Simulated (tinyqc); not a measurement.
Scattering rates of a carrier in a spherical band by Fermi's golden rule: one step, computed by the program tinyqc.

All processes here are isotropic or elastic, and the rate listed is the momentum relaxation rate.

Task: All rates at E. Kane band: hbar^2 k^2/(2 m) = E (1 + alpha E), speed v = hbar k/(m (1 + 2 alpha E)), states per spin, volume and energy g(E) = m k (1 + 2 alpha E)/(2 pi^2 hbar^2); overlap factors are set to 1. Masses are multiplied by m_0 and all formulas are in SI units. Phonon occupation N_q = 1/(exp(hbar w/(k_B T)) - 1). Acoustic deformation potential (elastic, equipartition, absorption and emission together): 1/tau = 2 pi k_B T D_A^2 g(E)/(hbar rho v_l^2). Optical or intervalley deformation potential: 1/tau = (pi Z_f D_o^2/(rho w)) [N_q g(E + hbar w) + (N_q + 1) g(E - hbar w)], with g = 0 below the band edge. Singly charged impurities, momentum relaxation: 1/tau = N_I e^4 m (1 + 2 alpha E) Phi/(8 pi (eps_s eps_0)^2 hbar^3 k^3), with alpha = 0 for a parabolic band. Conwell-Weisskopf: Phi = ln(1 + y^2), y = 4 pi eps_s eps_0 E N_I^(-1/3)/e^2 (largest impact parameter N_I^(-1/3)/2). Alloy disorder: 1/tau = (2 pi/hbar) Omega x (1 - x) U^2 g(E), Omega = a^3/4 (other conventions for Omega rescale U). Rates add: 1/tau_m is the sum, and the mean free path is v tau_m.

Inputs (values chosen for the exercise, modelled on electrons in silicon):
```
quantity,value,unit
density-of-states mass of one valley m,0.324,m_0
non-parabolicity alpha,0.5,1/eV
static permittivity eps_s,11.7,-
density rho,2329,kg/m^3
sound velocity v_l,8770,m/s
acoustic deformation potential D_A,10,eV
phonon energy hbar w,58.9,meV
optical or intervalley deformation potential D_o,4.4,1e8 eV/cm
final valleys Z_f,5,-
ionised impurity density N_I,4.3e+17,1/cm^3
temperature T,100,K
carrier energy E,25,meV
alloy fraction x,0.066,-
alloy potential U,1.2,eV
lattice constant a,5.52,angstrom
```

Crystal: non-polar. Band: Kane. Impurity formula: Conwell-Weisskopf. Further scattering: alloy.

Constants: k_B = 1.380649e-23 J/K; e = 1.602176634e-19 C; hbar = 1.054571817e-34 J s; m_0 = 9.1093837015e-31 kg; hbar = 6.582119569e-16 eV s; k_B = 8.617333262e-05 eV/K; eps_0 = 8.8541878128e-12 F/m.

Give: Momentum relaxation rates; momentum relaxation time tau_m; mean free path.

Result:

Momentum relaxation rates:
```
process,rate (1/s),share (%)
acoustic,7.537e+11,7.439
optical absorption,5.067e+09,0.05001
optical emission,0,0
ionised impurity,5.723e+12,56.49
alloy,3.650e+12,36.02
```

momentum relaxation time tau_m = 98.70 fs

mean free path = 15.96 nm

The largest rate is ionised impurity (56 %), then alloy (36 %).
